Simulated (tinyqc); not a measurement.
Exchange-only LDA atom on a uniform radial grid, spin-unpolarised, for Li+, step by step. Computed by tinyqc, a small Python program that keeps every step. Settings: Z = 3, points = 64, R = 9.0, functional = Slater exchange alone, mixing = 0.4, iteration cap = 56. Command: `OMP_NUM_THREADS=1 python tinyqc.py 30525 30526 out.jsonl` (the two numbers bound the seeds that draw the settings). One thread of a shared host (Intel(R) Xeon(R) Processor @ 2.60GHz), about 0.02 s of CPU time with the checks. Later iterations appear only in the table of the cycle.

## Iteration 1

Spherical atom on a uniform radial grid r_j = j h with h = R/(N + 1), h sum u^2 = 1 and integrals as h times sums, u(0) = u(R) = 0 (atomic units):
```
parameter           value
Z                       3
points N               64
R                9.000000
h                0.138462
mixing           0.400000
electrons in 1s         2
```

Three-point differences turn -u''/2 + [l(l+1)/2r^2 - Z/r + V] u = e u into a tridiagonal matrix (diagonal 1/h^2 + potential, off-diagonal -1/2h^2). D = sum f u^2; the Hartree potential y/r solves y'' = -D/r with y(0) = 0, y(R) = N_e; v_xc comes from rho = D/(4 pi r^2); E = sum f e - int D V + int D (V_H/2 + eps_xc); V(new) = V + mixing (V_H + v_xc - V).

eigenvalues (hartree): 1s -4.321021

Every 4th grid point:
```
r             V in     u(1s)         D       V_H       v_xc
0.553846  0.000000  1.097766  2.410182  3.250613  -0.842063
1.107692  0.000000  0.435744  0.379745  1.794157  -0.286509
1.661538  0.000000  0.129722  0.033656  1.203292  -0.097484
2.215385  0.000000  0.034328  0.002357  0.902762  -0.033169
2.769231  0.000000  0.008516  0.000145  0.722222  -0.011286
3.323077  0.000000  0.002028  0.000008  0.601852  -0.003840
3.876923  0.000000  0.000470  4.41e-07  0.515873  -0.001307
4.430769  0.000000  0.000107  2.27e-08  0.451389  -0.000445
4.984615  0.000000  0.000024  1.13e-09  0.401235  -0.000151
5.538462  0.000000  0.000005  5.50e-11  0.361111  -0.000051
6.092308  0.000000  1.15e-06         0  0.328283  -0.000018
6.646154  0.000000  2.48e-07         0  0.300926   0.000000
7.200000  0.000000  5.33e-08         0  0.277778   0.000000
7.753846  0.000000  1.14e-08         0  0.257937   0.000000
8.307692  0.000000  2.37e-09         0  0.240741   0.000000
8.861538  0.000000  2.77e-10         0  0.225694   0.000000
```

total energy = -6.52079953 hartree

## Iteration 2

As before.

eigenvalues (hartree): 1s -3.278740

Every 4th grid point:
```
r             V in     u(1s)         D       V_H       v_xc
0.553846  0.963420  1.092493  2.387082  3.175317  -0.839364
1.107692  0.603059  0.491034  0.482229  1.787412  -0.310260
1.661538  0.442323  0.169650  0.057562  1.202808  -0.116581
2.215385  0.347837  0.052792  0.005574  0.902731  -0.044192
2.769231  0.284374  0.015536  0.000483  0.722220  -0.016850
3.323077  0.239205  0.004416  0.000039  0.601852  -0.006451
3.876923  0.205827  0.001226  3.01e-06  0.515873  -0.002477
4.430769  0.180378  0.000335  2.24e-07  0.451389  -0.000953
4.984615  0.160433  0.000090  1.62e-08  0.401235  -0.000368
5.538462  0.144424  0.000024  1.15e-09  0.361111  -0.000142
6.092308  0.131306  0.000006  8.05e-11  0.328283  -0.000055
6.646154  0.120370  1.67e-06         0  0.300926  -0.000021
7.200000  0.111111  4.34e-07         0  0.277778   0.000000
7.753846  0.103175  1.13e-07         0  0.257937   0.000000
8.307692  0.096296  2.82e-08         0  0.240741   0.000000
8.861538  0.090278  3.70e-09         0  0.225694   0.000000
```

total energy = -6.63279830 hartree

## Convergence

Stop when input and output potentials agree to 1e-7.

Course of the cycle (hartree):
```
iteration            E      e(1s)  largest |V(out) - V(in)|
1          -6.52079953  -4.321021                  3.65e+00
2          -6.63279830  -3.278740                  1.96e+00
3          -6.66987003  -2.708032                  1.04e+00
4          -6.68102690  -2.394459                  5.50e-01
5          -6.68416878  -2.221379                  2.90e-01
6          -6.68501957  -2.125305                  1.56e-01
7          -6.68524603  -2.071631                  8.55e-02
8          -6.68530627  -2.041443                  4.77e-02
9          -6.68532249  -2.024348                  2.71e-02
10         -6.68532695  -2.014605                  1.55e-02
11         -6.68532822  -2.009019                  8.93e-03
...                ...        ...                       ...
23         -6.68532875  -2.001323                  1.61e-05
24         -6.68532875  -2.001318                  9.58e-06
25         -6.68532875  -2.001314                  5.71e-06
26         -6.68532875  -2.001312                  3.40e-06
27         -6.68532875  -2.001311                  2.03e-06
28         -6.68532875  -2.001310                  1.21e-06
29         -6.68532875  -2.001310                  7.22e-07
30         -6.68532875  -2.001310                  4.31e-07
31         -6.68532875  -2.001310                  2.57e-07
32         -6.68532875  -2.001310                  1.53e-07
33         -6.68532875  -2.001310                  9.14e-08
```

Converged in 33 iterations. A uniform grid resolves the cusp poorly: for a bare nucleus this grid gives 1s at -4.32102 against -Z^2/2 = -4.5 hartree. Before convergence this energy mixes input and output and is not variational, so it may rise towards its limit.
